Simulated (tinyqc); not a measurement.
Thermal and gravitational stress in a wafer during furnace and rapid thermal processing, and the onset of slip. From lag of the centre back to ramp rate. Computed by tinyqc, a small Python program. Command: `OMP_NUM_THREADS=1 python tinyqc.py 3004083 3004084 out.jsonl slip inv`. One thread of a shared host (Intel(R) Xeon(R) Processor @ 2.30GHz), about 0.02 s of CPU time with the checks.

A thin free disc in plane stress, isotropic; T(r) = T_centre + dT (r/R)^n with n = 2. Stress is positive in tension; sigma_SB = 5.670374419e-8 W/(m^2 K^4), g = 9.80665 m/s^2.

Inputs (values chosen for the exercise, modelled on silicon):

| quantity | value | unit |
|---|---|---|
| wafer radius R | 150 | mm |
| thickness t | 775 | micrometre |
| Young's modulus E | 157 | GPa |
| expansion alpha | 4.2 | 1e-6/K |
| temperature T | 1450 | K |
| prefactor A of the critical stress | 0.00027 | MPa |
| energy U of the critical stress | 1.07 | eV |
| density rho | 2330 | kg/m^3 |
| heat capacity c | 928 | J/(kg K) |
| conductivity k | 22.9 | W/(m K) |
| wafer spacing s | 6 | mm |

Constants: k_B = 8.617333262e-05 eV/K.

Method. Critical resolved stress tau_c = A exp(U/(k_B T)), a form chosen for the exercise; slip when 0.492799 |s_tt(R)| > tau_c; allowed |dT| = tau_c (n + 2)/(0.492799 n alpha E). In a stack heated from the rim, heat flows inward by conduction and by radiation between wafers: k_eff = k + (16/3) sigma_SB T^3 s^2/t (a diffusion estimate with the spacing as path length). A steady ramp gives the parabolic lag dT = rho c (ramp) R^2/(4 k_eff); the allowed ramp uses n = 2.

Question. A run gave the result below. Find the ramp rate, known to lie between 8 and 19 K/min.

lag of the centre = 35.43667 K

Answer.

Each step takes the trial c = (a f_b - b f_a)/(f_b - f_a), f being the result less the target and a, b, c the logarithms of the listed values; c replaces end b, the old b replaces a if the sign of f changed, and otherwise f_a is halved.

Scan of the range:

| ramp rate (K/min) | lag of the centre (K) |
|---|---|
| 8.00 | 24.6731 |
| 9.24 | 28.4974 |
| 10.70 | 33.0002 |
| 12.30 | 37.9348 |
| 14.20 | 43.7947 |
| 16.40 | 50.5798 |
| 19.00 | 58.5985 |

False position (Illinois rule, in the logarithm of the input) inside the bracket:

| step | end a | end b | trial | lag of the centre (K) |
|---|---|---|---|---|
| 1 | 10.7000 | 12.3000 | 11.4622 | 35.3508 |
| 2 | 12.3000 | 11.4622 | 11.4891 | 35.4338 |
| 3 | 12.3000 | 11.4891 | 11.4909 | 35.4394 |
| 4 | 11.4891 | 11.4909 | 11.4900 | 35.4367 |
| 5 | 11.4909 | 11.4900 | 11.4900 | 35.4367 |

lag of the centre rises at every point of a 13-point scan of the range (every second point is shown), so one value fits; it is bracketed by 10.7 and 12.3. The scan shows a pure power law with exponent 1.000, so scaling from any one row also gives the answer directly. Answer: ramp rate = 11.49 K/min.
